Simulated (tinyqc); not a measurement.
# Worked calculation: floating body of a partially depleted SOI transistor: body voltage and kink

tinyqc, about 0.2 s, one thread, Intel Xeon 2.30GHz (shared host): `OMP_NUM_THREADS=1 python tinyqc.py 2182066 2182067 out.jsonl` Printed values are rounded.

Source at 0 V. Channel current Ic = 2 nf K Vt^2 [F(0) - F(Vd)](1 + la Vd), F(V) = ln^2(1 + exp((Vg - VT - nf V)/(2 nf Vt))), VT = VT0 - gb Vb. Saturation voltage Vs = 2 Vt sqrt(F(0)) + 3 Vt, excess Ve = (Vd - Vs + sqrt((Vd - Vs)^2 + 0.0004 V^2))/2, multiplication M1 = Ai Ve exp(-Bl/Ve). Each junction passes D(v) = J1 (exp(v/Vt) - 1) + J2 (exp(v/(2 Vt)) - 1). Bipolar current Ib = bb J1 (exp(Vb/Vt) - 1). The body settles where M1 (Ic + Ib) = D(Vb) + D(Vb - Vd) + Vb/Rb; drain current Id = (1 + M1)(Ic + Ib) - D(Vb - Vd).

Values chosen for this exercise; values of the order met in partially depleted silicon-on-insulator transistors:

| symbol | value | unit | meaning |
|---|---|---|---|
| T | 398 | K | temperature |
| VT0 | 0.41 | V | threshold at zero body voltage |
| gb | 0.25 |  | fall of the threshold per volt of body voltage |
| nf | 1.18 |  | slope factor |
| K | 220 | uA/(V^2 um) | gain factor per width |
| la | 0.1 | 1/V | channel-length modulation factor |
| Ai | 3.28 | 1/V | impact-ionisation prefactor |
| Bl | 5.7 | V | impact-ionisation voltage |
| J1 | 1.5e-8 | uA/um | diffusion saturation current of each junction |
| J2 | 4.3e-7 | uA/um | recombination saturation current of each junction |
| bb | 0 |  | gain of the lateral bipolar transistor on the diffusion current |
| Rb | 1000 | kohm um | resistance of a weak body tie to the source (1e9 stands for no tie, and the term is then dropped) |
| Vg | 0.96 | V | gate voltage |
| Vd | 2.2 | V | drain voltage |

Constants: q = 1.602176634e-19 C, kB = 1.380649e-23 J/K, Vt = kB T/q. Results are converted to the units shown.

Range of the model: The multiplication law is an empirical form chosen for the exercise; self-heating and capacitive coupling to the body are left out, and the linear laws are rough once Vb passes about 0.7 V or M1 about 0.1.

## Starting value

Vb = 0.78 V.

Vb at the start = 0.78 V

## Iteration 1: new Vb

Current into the body I_in = M1 (Ic + Ib) - D(Vb - Vd), current out I_out = D(Vb) + Vb/Rb; f = ln(I_in/I_out), s = df/dVb by central differences over 1e-5 V, Vb(new) = Vb - f/s.

Ic = 63.12371 uA/um
Ve = 1.465814 V
M1 = 0.09843402
I_in = 6.213522 uA/um
I_out = 113.8082 uA/um
f = -2.907787
s = -28.99667 1/V
Vb after iteration 1 = 0.6797200 V

## Iteration 2: new Vb

As before.

Ic = 58.94737 uA/um
Ve = 1.487057 V
M1 = 0.1055645
I_in = 6.222752 uA/um
I_out = 6.758831 uA/um
f = -0.08263766
s = -26.34817 1/V
Vb after iteration 2 = 0.6765836 V

## Iteration 3: new Vb

As before.

Ic = 58.81906 uA/um
Ve = 1.487721 V
M1 = 0.1057926
I_in = 6.222623 uA/um
I_out = 6.224806 uA/um
f = -3.506999e-4
s = -26.12199 1/V
Vb after iteration 3 = 0.6765702 V

## Course of the iteration

Stop when the step is below 1e-10 V, or after 40 iterations.

Course of the iteration:
```
iteration  Vb before the step (V)   step (V)
1                            0.78     -0.100
2                       0.6797200   -3.14e-3
3                       0.6765836   -1.34e-5
4                       0.6765702  -2.57e-10
5                       0.6765702          0
```

Converged in 5 iterations.

## Drain current with floating and with grounded body

converged Vb = 0.6765702 V

Id and VT at the converged Vb, Id at Vb = 0, their ratio, and the bipolar share Ib/(Ic + Ib).

VT = 0.2408575 V
Id, floating = 65.04113 uA/um
Id, grounded = 40.00272 uA/um
ratio = 1.625918
bipolar share = 0.000000 %

The body rises to 0.677 V and lowers the threshold by 169 mV.
